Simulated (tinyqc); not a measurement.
Inside a calculation. Model: chemically amplified photoresist: aerial image, acid generation, bake, development and line width. Computed by tinyqc, a small Python program that keeps every step. Command: `OMP_NUM_THREADS=1 python tinyqc.py 3003494 3003495 out.jsonl resist walk`. One thread of a shared host (Intel(R) Xeon(R) Processor @ 2.30GHz), about 0.02 s of CPU time with the checks. Intermediate numbers are printed to about 5 digits and carried at full precision; extremes and crossings named in words are read from the listed rows.

Lines and spaces of pitch p with a two-beam-like image; x = 0 is the middle of the bright space. The resist is positive and treated as uniform in depth.

Inputs (values chosen for the exercise, for a model resist at 193 nm):
```
quantity                                         value     unit
pitch p                                            190       nm
image contrast c                                  0.61        -
mean dose E                                       23.6  mJ/cm^2
Dill parameter C                                 0.021  cm^2/mJ
quencher load q, relative to the acid generator  0.094        -
acid diffusivity D                                 4.2   nm^2/s
bake time t                                         45        s
amplification rate k_amp                         0.034      1/s
threshold protection m_th                         0.59        -
development selectivity n                           20        -
largest rate r_max                                 720     nm/s
smallest rate r_min                              0.091     nm/s
resist thickness d                                 220       nm
development time t_d                                60        s
photon energy                                     6.42       eV
absorption coefficient alpha                      0.95     1/um
```

## Acid image and its blur

Dose E(x) = E [1 + c cos(2 pi x/p)]; acid h = 1 - exp(-C E(x)). Bake: the acid image is blurred by a Gaussian of variance sigma^2 = 2 D t (each Fourier term k of h, taken on 64 points, is multiplied by exp(-4 pi^2 k^2 D t/p^2)). Cosine coefficients: h(x) = sum_k h_k cos(2 pi k x/p).

diffusion length sigma = sqrt(2 D t) = 19.442 nm

h_0 to h_4 before the bake: 0.37680  0.18628  -0.01403  0.00071  -0.00003

h_0 to h_4 after the blur: 0.37680  0.15150  -0.00614  0.00011  0.00000

blur factor of the first harmonic = 0.81327

sigma/p = 0.102; the blur keeps 81 % of the modulation.

## From image to dissolution rate

The quencher then removes q, h_eff = max(h_blurred - q, 0); protection m = exp(-k_amp t h_eff). Mack rate r = r_max (a + 1)(1 - m)^n/(a + (1 - m)^n) + r_min, a = ((n + 1)/(n - 1))(1 - m_th)^n.

Across half a pitch:
```
x/p   x (nm)  dose (mJ/cm^2)  blurred acid  protection m  rate (nm/s)
0.00     0.0          37.996       0.52227       0.51931   6.8849e+02
0.05     9.5          37.291       0.51598       0.52433   6.8150e+02
0.10    19.0          35.247       0.49743       0.53942   6.4995e+02
0.15    28.5          32.062       0.46764       0.56458   5.4066e+02
0.20    38.0          28.049       0.42849       0.59944   2.6088e+02
0.25    47.5          23.600       0.38293       0.64271   3.9379e+01
0.30    57.0          19.151       0.33503       0.69158   2.2776e+00
0.35    66.5          15.138       0.28975       0.74119   1.5671e-01
0.40    76.0          11.953       0.25237       0.78482   9.2638e-02
0.45    85.5           9.909       0.22768       0.81503   9.1079e-02
0.50    95.0           9.204       0.21905       0.82586   9.1024e-02
```

The dose varies by a factor 4.13 across the pattern and the rate by 7560.

## Space width and dose latitude

Edge: vertical development clears the film where r t_d >= d; the space width is twice the x where r = d/t_d. Dose sensitivity = d ln(width)/d ln E from widths at 1.005 E and E/1.005; image log-slope at the edge = |d ln E/dx|, normalised by the width (NILS); latitude for 10 % of width = 10 %/sensitivity.

space width = 111.08 nm

dose sensitivity = 0.95879

NILS = 2.5746

dose latitude = 10.430 %

At the same width a resist without blur would give a sensitivity 2/NILS = 0.777; the blur multiplies it by 1.23. Caution: lateral development, standing waves and the joint diffusion of acid and quencher are left out, so widths are indicative.

## Photon statistics at the edge

The edge lies at x = width/2. Absorbed photons per volume N = E(edge) alpha/(photon energy), 1 mJ/cm^2 = 62.41509 eV/nm^2, alpha in 1/nm; a Gaussian blur averages over a volume V = (2 sqrt(pi) sigma)^3; relative noise 1/sqrt(N V); edge noise sigma_x = (dh/d ln E) noise/|dh/dx|, with both derivatives of the blurred acid at the edge.

absorbed photons N = 0.18303 1/nm^3

photons in the blur volume = 59922

edge noise from photons = 0.21753 nm

Caution: the noise counts photons alone (acid and quencher statistics add to it) and takes the film as thicker than the blur; a thinner film averages in two dimensions only.

## Blur against noise

For each sigma the edge is held at x = p/4; N is taken at the mean dose; edge noise = (dh/d ln E)/(sqrt(N V) |dh/dx|), both derivatives taken of the blurred acid, V = (2 sqrt(pi) sigma)^3, N = E alpha/(photon energy), 1 mJ/cm^2 = 62.41509 eV/nm^2.

Trade-off:
```
sigma/p  sigma (nm)  blur factor  photons in V  edge noise (nm)
0.02            3.8      0.99214    5.3279e+02           2.1585
0.04            7.6      0.96891    4.2623e+03           0.7752
0.07           13.3      0.90781    2.2843e+04           0.3510
0.10           19.0      0.82087    6.6599e+04           0.2230
0.14           26.6      0.67917    1.8275e+05           0.1596
0.18           34.2      0.52753    3.8840e+05           0.1394
0.22           41.8      0.38467    7.0914e+05           0.1409
0.27           51.3      0.23717    1.3109e+06           0.1678
0.33           62.7      0.11653    2.3934e+06           0.2528
```

The noise is least near sigma/p = 0.18 among these rows. More diffusion averages over more photons (noise falls as sigma^(-3/2)) until it erases the image slope (factor exp(-2 pi^2 sigma^2/p^2)); for a pure cosine the two balance at sigma/p = sqrt(3/8)/pi = 0.195. Caution: for a film thinner than the blur the noise falls as 1/sigma only, and the optimum moves to sigma/p = 1/(2 pi) = 0.159.

Checks made by the program: sensitivity 2/NILS in the limit of no diffusion (relative difference 1e-06).
